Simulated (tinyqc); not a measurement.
# From one set of inputs to another, one input at a time

Model: charge neutrality of a doped semiconductor with incomplete ionisation. Computed by tinyqc, a small Python program. Command: `OMP_NUM_THREADS=1 python tinyqc.py 3029888 3029889 out.jsonl dopant ladder`. One thread of a shared host (Intel(R) Xeon(R) Processor @ 2.30GHz), about 0.08 s of CPU time with the checks.

Energies are counted from the top of the valence band; E_D is measured down from the conduction band and E_A up from the valence band.

The inputs printed are set A. Inputs not listed in the table keep their values of set A, so the rows need not describe a real material.

Inputs (values chosen for the exercise, modelled on CdS):
```
quantity                             value   unit
gap at 0 K E_g0                       2.54     eV
Varshni alpha                     0.000403   eV/K
Varshni beta                           224      K
electron mass m_e                    0.195    m_0
valleys M_c                              1      -
hole mass m_h                        0.827    m_0
donor density N_D                  9.5e+17  cm^-3
acceptor density N_A               1.4e+16  cm^-3
donor depth E_D                     0.0318     eV
acceptor depth E_A                   0.165     eV
donor degeneracy g_D                     2      -
acceptor degeneracy g_A                  4      -
static dielectric constant eps_s      8.82      -
temperature T                          100      K
iteration cap                           60      -
```

Doping: n-type, compensated. Statistics of the bands: Boltzmann. Solver: bisection. Start of Newton steps: intrinsic level E_i.

Constants: m_0 = 9.1093837015e-31 kg; k_B = 1.380649e-23 J/K; h = 6.62607015e-34 J s; k_B = 8.617333262e-05 eV/K.

Method:
- E_g = E_g0 - alpha T^2/(T + beta).
- N_c = 2 M_c (2 pi m_e k_B T/h^2)^(3/2) and N_v = 2 (2 pi m_h k_B T/h^2)^(3/2), masses in units of m_0.
- n_i = sqrt(N_c N_v) exp(-E_g/(2 k_B T)); E_i = E_g/2 + (k_B T/2) ln(N_v/N_c).
- n = N_c exp((E_F - E_g)/k_B T), p = N_v exp(-E_F/k_B T).
- N_D+ = N_D/(1 + g_D exp((E_F - E_g + E_D)/k_B T)).
- N_A- = N_A/(1 + g_A exp((E_A - E_F)/k_B T)).
- Neutrality: p + N_D+ = n + N_A-; the log ratio is ln[(p + N_D+)/(n + N_A-)].
- Bisection of the log ratio between E = -0.3 and E_g + 0.3 eV; stop when |log ratio| < 1e-9.

Each row keeps all changes above it:
```
input moved                   from      to  majority density n (cm^-3)  ionised share of the donors  intrinsic density n_i (cm^-3)
set A                            -       -                  6.0768e+16                      0.07870                     2.4992e-46
acceptor depth E_A (eV)      0.165  0.0671                  6.0768e+16                      0.07870                     2.4992e-46
electron mass m_e (m_0)      0.195   0.476                  1.2027e+17                      0.14134                     4.8806e-46
donor depth E_D (eV)        0.0318   0.095                  8.1592e+14                      0.01560                     4.8806e-46
gap at 0 K E_g0 (eV)          2.54    2.14                  8.1592e+14                      0.01560                     5.8618e-36
temperature T (K)              100     600                  6.8098e+17                      0.73156                     1.9920e+11
hole mass m_h (m_0)          0.827   0.852                  6.8098e+17                      0.73156                     2.0370e+11
donor density N_D (cm^-3)  9.5e+17   2e+19                  5.2266e+18                      0.26203                     2.0370e+11
```

Majority density n goes from 6.08e16 to 5.23e18, a factor 86.0 in all. The largest single move comes from temperature T (a factor 835), and donor depth E_D works against it (a factor 0.00678). Ionised share of the donors goes from 0.0787 to 0.262, a factor 3.33 in all. The largest single move comes from temperature T (a factor 46.9), and donor depth E_D works against it (a factor 0.110). Intrinsic density n_i goes from 2.50e-46 to 2.04e11, a factor 8.15e56 in all. The largest single move comes from temperature T (a factor 3.40e46). The single moves hold for this order of the switches; the total does not depend on the order.

Caution (rows set A, acceptor depth E_A, donor density N_D): E_F lies within 2 k_B T of the band edge, where Boltzmann statistics overcount the carriers. Caution (rows set A, acceptor depth E_A, electron mass m_e, donor density N_D): N^(1/3) a is above 0.2 for the radius a = e^2/(8 pi eps_0 eps_s E) of the dopant: near the Mott value, 0.26, the level broadens, and above it the level has merged with the band and all dopants are ionised, so such results of a fixed depth are only formal.

Extremes, crossings and ranges named in words are read from the listed rows.
